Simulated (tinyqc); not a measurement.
# Off-state leakage of single and stacked transistors: leakage components against the body voltage

n-channel devices of unit width. Subthreshold current I(Vg, Vs, Vd) = I0 (T/300 K)^0.5 exp[(Vg - Vs - VT(T) - gb (Vs - Vb) + dd (Vd - Vs))/(nf Vt)] (1 - exp(-(Vd - Vs)/Vt)), VT(T) = VT - cT (T - 300 K). Gate-edge tunnelling Ig (Vd/1 V) exp(ag (Vd - 1 V)), for a gate at 0 V, and band-to-band leakage Ab u exp(-Bb/u), u = Vd - Vb + 1 V, flow at a drain held at V; both are taken as independent of T. In a stack of off transistors (all gates at 0 V) the same subthreshold current passes through each.

One transistor with Vg = Vs = 0, Vd = V; stack factor I(one)/I(two in series).

Parameters, values chosen for the exercise; values of the order met in bulk silicon logic transistors:
- T = 300 K (temperature)
- V = 1.1 V (supply voltage)
- VT = 0.45 V (threshold at 300 K, zero drain and body bias)
- cT = 0.5 mV/K (fall of the threshold with temperature)
- I0 = 0.25 uA/um (current at threshold at 300 K)
- nf = 1.28 (slope factor)
- dd = 0.08 (drain-induced lowering per volt)
- gb = 0.23 (rise of the threshold per volt of source-body bias)
- Ig = 6e-6 uA/um (gate-edge tunnelling current at 1 V)
- ag = 3.9 1/V (exponential slope of the gate current)
- Ab = 3 uA/(um V) (prefactor of band-to-band leakage at the drain)
- Bb = 21 V (its exponential voltage)

Constants: q = 1.602176634e-19 C, kB = 1.380649e-23 J/K, Vt = kB T/q. Results are converted to the units shown.

The same in every row: gate edge (nA/um) = 0.009748; stack factor = 13.26.

Results:
```
Vb (V)  subthreshold (nA/um)  band-to-band (nA/um)  total (nA/um)  largest part
0.2                  0.01781               0.09032         0.1179  band-to-band
0                   0.004435                0.2860         0.3002  band-to-band
-0.2                0.001105                0.7474         0.7583  band-to-band
-0.4                2.751e-4                 1.687          1.697  band-to-band
-0.6                6.851e-5                 3.393          3.403  band-to-band
-0.8                1.706e-5                 6.232          6.242  band-to-band
-1.2                1.058e-6                 17.06          17.07  band-to-band
-1.4                2.635e-7                 26.03          26.04  band-to-band
```

Estimate the missing row, Vb = -1 V.

Computed row:
```
Vb (V)  subthreshold (nA/um)  band-to-band (nA/um)  total (nA/um)  largest part
-1                  4.249e-6                 10.63          10.64  band-to-band
```

With this row back in the table: As Vb goes from 0.2 to -1.4, the total leakage rises from 0.118 to 26.0 nA/um. The band-to-band part leads at Vb = 0.2 and in all other rows. The reduction by a stack of two stays at 13.3, for the subthreshold part alone. For Vb = 0.2 the body is forward biased; the junction current, left out, is still small at this voltage.

tinyqc, about 0.03 s, one thread, Intel Xeon 2.30GHz (shared host): `OMP_NUM_THREADS=1 python tinyqc.py 2242170 2242171 out.jsonl`
